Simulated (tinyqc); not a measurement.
Regular and subregular solution with a miscibility gap: one step, computed by the program tinyqc. Command: `OMP_NUM_THREADS=1 python tinyqc.py 3019384 3019385 out.jsonl regsol walk`. One thread of a shared host (Intel(R) Xeon(R) Processor @ 2.30GHz), about 0.02 s of CPU time with the checks.

Per mole of mixing sites: G(x) = x (1 - x) [L0 + L1 (1 - 2x)] + R T [x ln x + (1 - x) ln(1 - x)], x the fraction of B.

Task: G, chemical potentials and activities. G' = L0 (1 - 2x) + L1 (1 - 6x + 6x^2) + R T ln[x/(1 - x)]; G'' = -2 L0 - 6 L1 (1 - 2x) + R T/[x (1 - x)]. mu_A = G - x G', mu_B = G + (1 - x) G', activity = exp(mu/(R T)).

Inputs (values chosen for the exercise, for a model alloy): asymmetry L1 = -1.1 kJ/mol; temperature T = 448 K.

L0 = 9.34 kJ/mol

Constants: R = 8.314462618 J/(mol K).

Give: G, G'' and activities at x = 0.02, 0.1, 0.2, 0.35, 0.5, 0.65, 0.8, 0.9, 0.98.

Result:

G, G'' and activities at x = 0.02, 0.1, 0.2, 0.35, 0.5, 0.65, 0.8, 0.9, 0.98:

| x | G (kJ/mol) | G'' (kJ/mol) | activity of A | activity of B |
|---|---|---|---|---|
| 0.02 | -0.2028 | 177.7 | 0.981 | 0.171 |
| 0.10 | -0.4495 | 28.0 | 0.916 | 0.660 |
| 0.20 | -0.4751 | 8.6 | 0.862 | 0.958 |
| 0.35 | -0.3619 | -0.3 | 0.834 | 1.061 |
| 0.50 | -0.2469 | -3.8 | 0.869 | 1.008 |
| 0.65 | -0.2117 | -4.3 | 0.960 | 0.936 |
| 0.80 | -0.2639 | 0.6 | 1.034 | 0.908 |
| 0.90 | -0.2911 | 17.4 | 0.880 | 0.930 |
| 0.98 | -0.1614 | 165.0 | 0.289 | 0.981 |

G'' is negative at 3 of the nine compositions (0.35, 0.5, 0.65), where the solution is unstable.
